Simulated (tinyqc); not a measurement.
Worked calculation: one-electron ion in a basis of Gaussians. One step of it, computed by the program tinyqc.

Task: Generalised eigenproblem. Solve H C = S C e through S^(-1/2); each column has its largest component positive (the first on a tie).

H = T + V (hartree):
```
[[-0.581320, -0.516990, -0.287728, -0.118545, -0.041459, -0.013391],
 [-0.516990, -0.769962, -0.669386, -0.393849, -0.172638, -0.062984],
 [-0.287728, -0.669386, -0.797493, -0.644350, -0.448779, -0.229060],
 [-0.118545, -0.393849, -0.644350, -0.113355, 0.109389, -0.231111],
 [-0.041459, -0.172638, -0.448779, 0.109389, 2.906141, 3.200681],
 [-0.013391, -0.062984, -0.229060, -0.231111, 3.200681, 12.807127]]
```

S:
```
[[1.000000, 0.675941, 0.240907, 0.059382, 0.012336, 0.002388],
 [0.675941, 1.000000, 0.675783, 0.240930, 0.059363, 0.012333],
 [0.240907, 0.675783, 1.000000, 0.675979, 0.240957, 0.059380],
 [0.059382, 0.240930, 0.675979, 1.000000, 0.675829, 0.240897],
 [0.012336, 0.059363, 0.240957, 0.675829, 1.000000, 0.675879],
 [0.002388, 0.012333, 0.059380, 0.240897, 0.675879, 1.000000]]
```

Give: eigenvalues of S; eigenvalues; coefficients.

Result:

eigenvalues of S: [0.0603, 0.1704, 0.4370, 0.9614, 1.7650, 2.6060]

eigenvalues (hartree): [-0.8886, -0.4986, -0.2013, 1.1184, 5.8455, 20.7187]

coefficients:
```
[[0.0155, 0.9474, -1.1205, 0.3963, 0.1566, -0.0700],
 [0.4961, 0.0496, 1.8046, -1.1041, -0.4659, 0.2076],
 [0.5066, -0.4656, -1.0330, 1.8282, 0.9817, -0.4458],
 [0.1259, -0.0965, -0.1199, -1.5740, -1.6645, 0.8706],
 [0.0207, -0.0185, -0.0439, 0.0954, 1.6668, -1.4813],
 [0.0028, -0.0018, -0.0004, -0.0479, -0.1395, 1.5223]]
```

For Z = 4 and l = 2 the exact lowest level is -Z^2/(2 n^2) with n = l + 1: -0.888889 hartree.
